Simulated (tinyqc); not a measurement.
## Vertical double-diffused power MOSFET, components of the on-resistance: On-resistance against the rated breakdown voltage of the drift layer

Stripe cells of pitch Wp + a, two channels a cell. Current flows through the channels, spreads in the accumulation layer, passes the gap between the p bodies and spreads at 45 degrees into the drift layer below them. Low drain voltage, full ionisation.

Triangular field at breakdown with Ec = Kc N^(1/8): BV = eps0 eps_r Ec^2/(2 q N), so N = (eps0 eps_r Kc^2/(2 q BV))^(4/3); W = 2 BV/Ec; mu = mud (T/300 K)^(-bt); rho = 1/(q mu N); ideal resistance rho W. Pitch p = Wp + a, Cox = 3.9 eps0/tox; zero-bias depletion in the gap w0 = sqrt(2 eps0 eps_r Vbi/(q N Nj)), open gap g = a - 2 w0; R_ch = Lc p/(2 mch Cox Vov); R_acc = 0.6 a p/(4 mac Cox Vov), 0.6 being an empirical factor for current leaving the layer along its length; R_gap = (rho/Nj) xp p/g; spreading depth t = min(W, (p - g)/2); R_drift = (rho p/2) ln((g + 2 t)/g) + rho (W - t); R_on = the sum with Rs.

Values chosen for this exercise; bulk values close to those of 4H silicon carbide:
```
symbol,value,unit,meaning
T,450,K,temperature
eps_r,9.78,,relative permittivity
Kc,22500,V/cm per (cm^-3)^(1/8),critical-field constant
mud,806,cm^2/(V s),drift mobility at 300 K
bt,2.2,,temperature exponent of the drift mobility
tox,78,nm,gate oxide thickness (eps_r 3.9)
Vov,11,V,gate overdrive
mch,35,cm^2/(V s),channel mobility
mac,54,cm^2/(V s),accumulation-layer mobility
Lc,0.6,um,channel length
Wp,2.2,um,"width of the p body in one cell, channels included"
a,2.9,um,gap between neighbouring p bodies
xp,1.1,um,depth of the p body
Nj,2,,doping of the gap over the drift doping
Vbi,2.68,V,built-in voltage of the body junction
Rs,0.5,mohm cm^2,substrate and contact resistance
```

Constants: q = 1.602176634e-19 C, eps0 = 8.8541878128e-14 F/cm where lengths are in cm. Results are converted to the units shown.

The same in every row: R_ch (mohm cm^2) = 0.8977; R_acc (mohm cm^2) = 0.8436.

On-resistance against the rated breakdown voltage of the drift layer:
```
BV (V)  R_gap (mohm cm^2)  R_drift (mohm cm^2)  R_on (mohm cm^2)  ideal (mohm cm^2)  largest term
300               0.02672              0.06316             2.331            0.05174       channel
490               0.05358               0.2009             2.496             0.1764       channel
800                0.1095               0.6554             3.006             0.6008       channel
1300               0.2288                2.149             4.619              2.023         drift
2100               0.4973                7.019             9.757              6.708         drift
3500                1.256                24.95             28.44              24.05         drift
5600                3.645                80.62             86.51              77.89         drift
9200                35.76                283.8             321.8              269.5         drift
```

R_on rises from 2.33 to 322 mohm cm^2. The channel term is the largest at BV = 300, the drift term from 1300 on. R_on is 45.1 times the ideal drift resistance in the first row and 1.19 times in the last. The ideal resistance goes as BV^(2.50), and R_on as BV^(2.65) between the last two rows.

Program tinyqc, `OMP_NUM_THREADS=1 python tinyqc.py 2230128 2230129 out.jsonl`; Intel Xeon 2.30GHz, shared host, one thread, about 0.01 s.
